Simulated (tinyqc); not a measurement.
From results to parameters: diatomic chain. Computed by the program tinyqc.

Problem. A chain of two alternating masses has one spring constant k; at the zone edge omega^2 = 2k/M and 2k/m, and wavenumber = 521.4708 sqrt(omega^2) with omega^2 in eV/(angstrom^2 u). Find k, the heavier mass and the optical wavenumber at q = 0.

wavenumbers at the zone edge (cm^-1): 284.969845  727.298576
lighter mass = 29.200000 u

Solution. The upper value gives k = m omega^2/2, the ratio of the squares gives M/m, and at q = 0 omega^2 = 2k (1/m + 1/M), the sum of the two.

k = 28.4000 eV/angstrom^2
heavier mass = 190.2000 u
optical wavenumber at q = 0 = 781.1345 cm^-1
